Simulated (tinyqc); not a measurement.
# Band bending at a free surface with a continuum of surface states, surface photovoltage and Kelvin probe: what changes with what

n-type bulk, xi = Ec - EF = Vt ln(Nc/Nd), p0 = ni^2/Nd, ni = sqrt(Nc Nv) exp(-Eg/(2 Vt)), Eg in volts. b is the upward band bending, u = b/Vt. Space charge per area, in units of q: Qc = sign(b) sqrt((2 eps0 eps_r Vt/q) [(Nd + dn)(exp(-u) - 1) + Nd u + (p0 + dn)(exp(u) - 1)]), with dn the excess density under light (flat quasi-Fermi levels; 0 in the dark). The states hold -Ds (E0 - xi - b): negative while the Fermi level lies above the neutrality level. Neutrality: Qc + Qf + (charge of the states) = 0.

Parameters, values chosen for the exercise; band and dielectric values close to those of silicon: temperature T = 350 K; band gap Eg = 1.13 eV; relative permittivity eps_r = 11.5; conduction-band density of states at T Nc = 3.49e19 cm^-3; valence-band density of states at T Nv = 3.33e19 cm^-3; electron affinity chi = 3.99 eV; donor density Nd = 4.6e16 cm^-3; fixed positive charge at the surface Qf = 0 cm^-2; work function of the probe tip pt = 5.18 eV; density of surface states Ds = 1.2e13 cm^-2 eV^-1; depth of their neutrality level below the conduction edge E0 = 0.49 eV.

Constants: q = 1.602176634e-19 C, kB = 1.380649e-23 J/K, Vt = kB T/q, eps0 = 8.8541878128e-14 F/cm where lengths are in cm. Results are converted to the units shown.

Each table varies one quantity; the others keep the values above.

## Photovoltage against injection

Under chopped light the surface charge keeps its dark value, so b falls to bL with Qc(bL, dn) = Qc(b, 0); the photovoltage is b - bL.

Photovoltage against injection:
```
dn (cm^-3)   bL (V)  photovoltage (mV)  share of b removed (%)
6.4e7        0.2595           2.286e-4                8.809e-5
1.1e9        0.2595           0.003928                0.001514
1.8e10       0.2594            0.06415                 0.02472
3.1e11       0.2584              1.069                  0.4118
5.2e12       0.2471              12.34                   4.754
8.8e13       0.2061              53.41                   20.58
1.5e15       0.1441              115.3                   44.45
2.5e16      0.07714              182.3                   70.27
4.3e17      0.02589              233.6                   90.02
```

The photovoltage rises from 2.29e-4 to 234 mV, towards the full b = 259 mV. Its steepest rise is 54.8 mV a decade (Vt ln 10 = 69.4 mV), and it reaches 90.0 % of b in the last row: even strong light does not flatten the bands fully, so a saturation reading understates b. For dn = 4.3e17 the injection is high, and a Dember voltage, left out here, adds to the signal.

## Kelvin-probe contrast of the doping

Same model as above.

Work function chi + xi + b; contact potential difference CPD = (work function of the sample) - pt. b solves the neutrality condition in the dark.

Results:
```
Nd (cm^-3)   xi (eV)    b (V)  CPD (mV)
1.3e14       0.37702  0.11200   -700.97
4.4e14       0.34025  0.14761   -702.14
1.5e15       0.30326  0.18225   -704.49
5.3e15       0.26519  0.21550   -709.31
1.8e16       0.22831  0.24329   -718.40
2.2e17       0.15281  0.26907   -768.11
7.5e17       0.11582  0.25278   -821.40
2.6e18      0.078327  0.20904   -902.63
```

Estimate the missing row, Nd = 6.3e16 cm^-3.

Computed row:
```
Nd (cm^-3)  xi (eV)    b (V)  CPD (mV)
6.3e16      0.19053  0.26345   -736.02
```

With this row back in the table: xi falls by 299 mV over the table and the CPD by 202 mV; b goes from 0.112 through a maximum of 0.269 (at Nd = 2.2e17 cm^-3 among the rows listed) to 0.209 V. Between the first two rows the CPD follows 3.17 % of the change of xi, and between the last two 217 %. It is below 100 % where b rises with the doping (pinning hides it). It exceeds 100 % where b falls as the doping rises.

## Pinning by the surface states

Same model as above.

Result of one run:
```
Ds (cm^-2 eV^-1)   b (V)  xi + b (eV)  Qc (cm^-2)
1.1e13            0.2569       0.4569    3.641e11
```

What becomes of these results when the density of surface states Ds is changed from 1.1e13 to 1.8e11 cm^-2 eV^-1, all else the same?

Result of the changed run:
```
Ds (cm^-2 eV^-1)    b (V)  xi + b (eV)  Qc (cm^-2)
1.8e11            0.01727       0.2173    4.909e10
```

The whole series:
```
Ds (cm^-2 eV^-1)     b (V)  xi + b (eV)  Qc (cm^-2)
2.4e10            0.002246       0.2023     6.906e9
6.7e10            0.006318       0.2063    1.901e10
1.8e11             0.01727       0.2173    4.909e10
5.1e11             0.05003       0.2500    1.224e11
1.4e12              0.1231       0.3231    2.337e11
3.9e12              0.2074       0.4074    3.220e11
1.1e13              0.2569       0.4569    3.641e11
2.9e13              0.2769       0.4769    3.798e11
8.1e13              0.2852       0.4852    3.862e11
```

b rises from 0.00225 to 0.285 V. The Fermi level moves towards E0 = 0.49 eV and is within 4.77 meV of it in the last row; it is half-way there at the Ds that solves Ds b = Qc(b) + Qf with b = (E0 - xi)/2, 1.79e12 cm^-2 eV^-1.

Computed by the program tinyqc: `OMP_NUM_THREADS=1 python tinyqc.py 2430101 2430102 out.jsonl`, one thread of a shared Intel Xeon 2.30GHz, about 0.01 s for the whole run.
